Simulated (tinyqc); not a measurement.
# Slope factor and drain-induced lowering from three currents

Question. With source and body at 0 V, I = A exp((Vg + dd Vd)/(nf Vt)) (1 - exp(-Vd/Vt)). Find nf, the swing nf Vt ln 10 and dd.

Inputs (values chosen for the exercise):

| symbol | value | unit | meaning |
|---|---|---|---|
| T | 330 | K | temperature |

Constants: q = 1.602176634e-19 C, kB = 1.380649e-23 J/K, Vt = kB T/q. Results are converted to the units shown.

currents at (Vg, Vd) = (0, 0.05), (0, 0.8) and (0.06, 0.8) V (nA/um): [0.093236841, 0.68029185, 3.3641828]

Answer. The pair at equal Vd gives nf; the pair at equal Vg, after dividing out the factors 1 - exp(-Vd/Vt), gives dd.

nf = 1.32
swing = 86.4 mV/decade
dd = 0.0900

tinyqc, about 0.04 s, one thread, Intel Xeon 2.30GHz (shared host): `OMP_NUM_THREADS=1 python tinyqc.py 2242207 2242208 out.jsonl`
